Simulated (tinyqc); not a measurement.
A longer run and its error bar: q-state Potts model on a small periodic square lattice: enumeration, Metropolis, heat-bath and Wolff steps. Computed by tinyqc, a small Python program. Command: `OMP_NUM_THREADS=1 python tinyqc.py 3113955 3113956 out.jsonl potts walk`. One thread of a shared host (Intel(R) Xeon(R) Processor @ 2.30GHz), about 0.08 s of CPU time with the checks.

E = -J x (number of nearest-neighbour bonds with equal states); n x n sites with periodic edges have 2 n^2 bonds. Order parameter m = (q f - 1)/(q - 1), f being the largest share of one state. Sites are numbered row by row from 0. Here q = 3 and n = 3.

Inputs (values chosen for the exercise, for a model of domains or grain orientations):
```
quantity            value  unit
number of states q      3     -
edge n                  3     -
coupling J             37   meV
temperature T         634     K
seed                66951     -
```

Update: heat bath.

Constants: k_B = 8.617333262e-05 eV/K.

Method:
- K = J/(k_B T); the infinite square lattice orders at K_c = ln(1 + sqrt(q)); Wolff bond probability p = 1 - exp(-K).
- All q^(n^2) states are counted by their number b of equal bonds; weights g(b) exp(K b), K = J/(k_B T). Per site: u = -J <b>/n^2, c/k_B = K^2 (<b^2> - <b>^2)/n^2.
- ln Z = ln sum g(b) exp(K b); entropy per site s/k_B = (ln Z - K <b>)/n^2.
- After 400 updates are discarded, b is recorded for 4000 sweeps of n^2 steps of the update named (random numbers not printed, so these rows are one sample). Records are averaged in blocks; the error is the scatter of block means over sqrt(number of blocks), and the last column its square over that for single records.

start states:
```
   1  2  3
1  2  1  0
2  2  1  2
3  2  1  0
```

K = 0.677235

<b> = 11.0272

Blocking:
```
block length  mean b    error  variance ratio
1             10.926  0.05842          1.0000
4             10.926  0.08696          2.2158
16            10.926  0.10075          2.9743
40            10.926  0.10339          3.1326
100           10.926  0.10298          3.1077
```

What does the comparison show, and why?

The run gives 10.926 +/- 0.103 (blocks of 40) against the exact 11.027, a difference of 1.0 error bars. Single records understate the error by a factor of about 1.8, because successive records are correlated.

Extremes, crossings and ranges named in words are read from the listed rows.
